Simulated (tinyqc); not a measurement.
Worked calculation: classical Heisenberg spin chain: exact results, Metropolis, heat-bath and over-relaxation steps, and a Monte Carlo run. Computed by tinyqc, a small Python program that keeps every step. Command: `OMP_NUM_THREADS=1 python tinyqc.py 3130070 3130071 out.jsonl heismc walk`. One thread of a shared host (Intel(R) Xeon(R) Processor @ 2.30GHz), about 0.2 s of CPU time with the checks. Intermediate numbers are printed to about 5 digits and carried at full precision; extremes and crossings named in words are read from the listed rows.

E = -J sum_i s_i . s_(i+1) for unit vectors s_i on an open chain; K = J/(k_B T).

Inputs (values chosen for the exercise, for a model chain of large moments):
```
quantity,value,unit
coupling J,29,meV
temperature T,64.3,K
moment mu,2.9,mu_B
length N of the open chain,8,-
seed,334708,-
```

Update: heat bath with over-relaxation.

Constants: k_B = 8.617333262e-05 eV/K; mu_B = 5.7883818060e-05 eV/T.

## Exact results

Each bond angle is independent, so u = <s_i . s_(i+1)> = coth K - 1/K, <s_i . s_(i+n)> = u^n, correlation length xi = -1/ln|u|, energy per bond -J u, heat capacity per bond c/k_B = 1 - K^2/sinh^2 K, and for the long chain chi = mu^2 (1 + u)/(3 k_B T (1 - u)) per spin.

K = 5.2338

u = 0.80899

xi = 4.7177 sites

energy per bond = -23.461 meV

heat capacity = 0.99688 k_B/bond

chi over the Curie value = 9.4706

chi = 0.27735 mu_B/T per spin

For |K| >> 1, |u| = 1 - 1/|K| and xi = |K| - 1/2 = 4.73: the chain orders only at T = 0, and c tends to k_B, not to zero, a failure of classical spins.

## Finite chain

For N spins, <|sum s|^2>/N = (1 + u)/(1 - u) - 2 u (1 - u^N)/(N (1 - u)^2); the long chain has (1 + u)/(1 - u), chi over the Curie value, and the difference is relative to it.

<|sum s|^2>/N = 4.9443

difference from the long chain = -47.793 %

## Four single-spin steps

four neighbouring spins (rows; components x, y, z):
```
,1,2,3
1,0.7866,-0.4236,0.4493
2,0.6142,0.5808,0.5343
3,0.1151,-0.3468,-0.9309
4,-0.5205,-0.7703,0.3683
```

random numbers, one row a step:
```
,1,2,3
1,0.5014,0.5430,0.1331
2,0.5613,0.1857,0.0859
3,0.4804,0.9687,0.0694
4,0.5851,0.9229,0.4255
```

The given spins are first normalised. Spins 2 and 3 are updated in turn, with h = K (sum of the two neighbours). Heat bath: cos(theta) = 1 + ln(1 - r1 (1 - exp(-2 |h|)))/|h| about n = h/|h|, azimuth 2 pi r2 = phi in the frame a = n x z/|n x z|, b = n x a: s = n cos(theta) + sin(theta)(a cos(phi) + b sin(phi)); r1, r2 are the first two numbers of the row. Steps 2 and 4 are reflections, s -> 2 (s . h) h/|h|^2 - s, which keep the energy and use no random number.

Steps:
```
spin,|h|,h . s before,h . s after,move,x,y,z
2,6.6992,-0.7899,6.0033,heat bath,0.94298,-0.24309,-0.22739
3,5.7935,1.4072,1.4072,reflection,0.07030,-0.09796,0.99270
2,9.1936,3.1765,8.5389,heat bath,0.21332,-0.55534,0.80380
3,9.3998,6.6564,6.6564,reflection,-0.31256,-0.94743,-0.06840
```

## A run and its error bars

From the ordered state (alternating for J < 0), with each spin drawn from exp(h . s), h = K x sum of neighbours, 200 sweeps are discarded and 1600 recorded (even and odd sites in turn, each heat-bath sweep followed by two sweeps of reflections; random numbers not printed, so these rows are one sample). Errors are the scatter of block means over sqrt(number of blocks).

Blocking:
```
block length,mean bond product,error,<|sum s|^2>/N,error
1,0.81283,0.0018384,4.9983,0.035451
4,0.81283,0.0021421,4.9983,0.042997
16,0.81283,0.0023565,4.9983,0.048908
40,0.81283,0.0023879,4.9983,0.051392
80,0.81283,0.0026011,4.9983,0.053766
```

With blocks of 40 the bond product is 1.6 error bars from the exact u = 0.8090, and <|sum s|^2>/N is 1.1 from the exact 4.944. Blocking to 40 changes the two errors by factors 1.3 and 1.4.

Checks made by the program: c against a difference of the energy (relative difference 7e-10).
